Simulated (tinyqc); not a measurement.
What each parameter does: nanosheet or nanowire with hard walls, valleys of the Ge type.

Four ellipsoidal valleys along <111>: inverse mass tensor w = 1/mt + (1/ml - 1/mt) a a^T with a the unit axis. Device axes: x along the channel, z = [001], y = z x x. The Gamma and Delta valleys are left out; the heavy Delta valleys, about 0.18 eV up, lie lowest once the L levels pass about 0.2 eV.

Hard walls around a W x H rectangle. The block w_c of w in (y, z) confines; the transport mass follows from 1/m_x = w_xx - w_xc w_c^-1 w_cx. The cross-section problem c (w_yy ky^2 + 2 w_yz ky kz + w_zz kz^2), c = hbar^2/2m0, is solved in products sin(n pi y/W) sin(l pi z/H), n, l = 1 to 12; if w_yz = 0 the levels are c pi^2 (w_yy n^2/W^2 + w_zz l^2/H^2). The w_yz term couples (n, l) to (n', l') by -2 c w_yz D_nn'(W) D_ll'(H) with D_nm(L) = 4 n m/(L (n^2 - m^2)) for n + m odd and 0 otherwise.

Without degeneracy the line density is N1 exp((EF - Ec)/kB T) with N1 = sum 2 g sqrt(m_x kB T/(4 pi c)) exp(-E/kB T), here over n, l up to 80 where w_yz = 0 and over all levels of a 12 x 12 sine basis otherwise; the classical value is W H Nc with Nc = 2 g_all (m_dos kB T/(4 pi c))^(3/2), m_dos = (ml mt^2)^(1/3); dVt = kB T ln(W H Nc/N1).

Constants: hbar^2/2m0 = 3.80998211 eV angstrom^2; kB = 8.617333262e-05 eV/K.

Inputs chosen for the exercise (near those of Ge; the results hold for these values, not for the real material):
```
symbol   value  unit      meaning
ml       1.606  m0        longitudinal mass
mt       0.082  m0        transverse mass
T        350    K         temperature
g_all    4                number of valleys
channel  110              transport direction x on a (001) wafer
W        65     angstrom  width, along y
H        54     angstrom  height, along z = [001]
```

E1 and E2 are the two lowest subband edges over all groups.

One parameter was then changed.

Results before and after:
```
case,E1 (eV),E2 - E1 (meV),m_x of lowest (m0),dVt (mV)
base,0.1222,41.0,0.082,125.0
changed,0.1222,41.0,0.082,126.7
```

Which of these changes was made? (a) T = 400 K; (b) W = 55 angstrom; (c) H = 62 angstrom; (d) ml = 1.767 m0; (e) mt = 0.074 m0.

Answer: (a) T = 400 K. Of the candidates, run in turn, only this one gives the changed row.

All candidates:
```
case,E1 (eV),E2 - E1 (meV),m_x of lowest (m0),dVt (mV)
base,0.1222,41.0,0.082,125.0
W = 55 angstrom,0.1304,60.0,0.082,134.2
H = 62 angstrom,0.0976,42.7,0.082,104.7
T = 400 K,0.1222,41.0,0.082,126.7
ml = 1.767 m0,0.1210,38.4,0.082,124.5
mt = 0.074 m0,0.1339,42.3,0.074,136.5
```

Run: tinyqc, `OMP_NUM_THREADS=1 python tinyqc.py 1282676 1282677 out.jsonl`; Intel(R) Xeon(R) Processor @ 2.30GHz, one thread, shared host; about 0.3 s of CPU time with all checks.
